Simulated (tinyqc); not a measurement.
Interface roughness in a thin film (subband fluctuation and scattering), step by step. Values are carried at full precision from step to step, so a last printed digit may differ when a step is redone from the rounded ones.

Square well of width t, barriers V0, c = hbar^2/2m0: E1 solves k t + 2 atan[(k/mz)/(kappa/mb)] = pi, k = sqrt(mz E/c), kappa = sqrt(mb (V0 - E)/c). One interface is rough, so the subband edge fluctuates by G dt with G = |dE1/dt| (central difference of 0.01 angstrom; 2 E1/t for hard walls).

Constants: hbar^2/2m0 = 3.80998211 eV angstrom^2; e^2/(4 pi eps0) = 14.39964547 eV angstrom; hbar = 6.58211957e-16 eV s.

Values chosen for the exercise (near those of a thin Ge channel on (111), one valley; not measured data): t = 26 angstrom (film thickness); mz = 1.563 m0 (confinement mass); V0 = 2.19 eV (barrier); mb = 0.31 m0 (barrier mass); D = 2.8 angstrom (rms height of the roughness); md = 0.082 m0 (mass in the plane); gv = 1 (valleys); Lc = 30 angstrom (correlation length); Ns = 2.7 x 1e12/cm^2 (sheet density); eps = 12.5 (mean dielectric constant at the channel); Lg = 300 angstrom (gate length); Wg = 250 angstrom (gate width).

## Sensitivity of the level to thickness

Give E1, G, the hard-wall values and the rms fluctuation G D.

E1 = 33.13 meV
G = |dE1/dt| = 2.4582 meV/angstrom

hard walls: E1 (meV) and G (meV/angstrom): [35.589, 2.738]

G D = 6.88 meV

Hard walls overstate G by a factor 1.11, and the scattering rate, which goes as G^2, by 1.24.

## The angular integrand

Gaussian roughness spectrum S(q) = pi D^2 Lc^2 exp(-q^2 Lc^2/4). Degenerate gas, taken to fill one subband (the second starts to fill once c kF^2/md exceeds E2 - E1, which is not tested here): kF = sqrt(2 pi Ns/gv), q = 2 kF sin(theta/2), 1/tau = (md/(2 pi c hbar)) G^2 times the integral from 0 to pi of S(q)(1 - cos theta)/eps(q)^2 dtheta, eps(q) = 1 + qs/q with screening (qs = gv md q0/(c eps), q0 = e^2/(4 pi eps0), form factors left out, which overstates the screening; other scattering is left out too, so these values lie far above measured mobilities in all but the thinnest films) or 1 without; mobility = tau c2/md with c2 = e/m0 = 1.75882e15 cm^2/(V s^2); 1e12/cm^2 = 1e-4/angstrom^2.

kF, qs, and exp(-q^2 Lc^2/4)(1 - cos theta) without and with the factor 1/eps^2 at theta = 30, 60, ..., 180 degrees.

kF = 0.04119 1/angstrom
qs = 0.0248 1/angstrom

Integrand:
```
theta  q (1/angstrom)   bare  eps(q)  screened
30             0.0213  0.121    2.16    0.0259
60             0.0412  0.341    1.60     0.133
90             0.0582  0.466    1.43     0.229
120            0.0713  0.477    1.35     0.263
150            0.0796  0.449    1.31     0.261
180            0.0824  0.434    1.30     0.257
```

kF Lc = 1.24: the spectrum cuts off large angles, and the bare integrand is largest at 120 degrees among these rows.

## Scattering time and mobility

Integrate over theta.

Results:
```
case      integral  tau (fs)  mobility (cm^2/(V s))
bare         1.085      1322              2.836e+04
screened    0.5446      2634              5.650e+04
```

Screening raises the mobility by a factor 2.0. With it kF l = 631, so by this rate the carriers are far from localisation. Phonons, and the gate field that presses carriers to the wall, limit real channels far below this value.

## Threshold variation

Averaged over an area A = Lg Wg much larger than Lc^2, the thickness varies by D sqrt(pi Lc^2/A), so sigma(Vt) = G D Lc sqrt(pi/A)/e; the Pelgrom coefficient is sigma sqrt(A) (1 micrometre = 1e4 angstrom).

rms of the mean thickness = 0.544 angstrom
sigma(Vt) = 1.336 mV
coefficient = 0.0366 mV micrometre

The electrostatic effect of the thickness is left out.

## Checks

- G from the envelope at the wall, psi(t/2)^2 (E1 + c mz (kappa/mb)^2), against the difference quotient, meV/angstrom: both 2.458.
- Bare integral for Lc -> 0 against pi: both 3.1416.

(tinyqc, `OMP_NUM_THREADS=1 python tinyqc.py 1282043 1282044 out.jsonl`, Intel(R) Xeon(R) Processor @ 2.30GHz, 1 thread, shared host, about 0.01 s.)
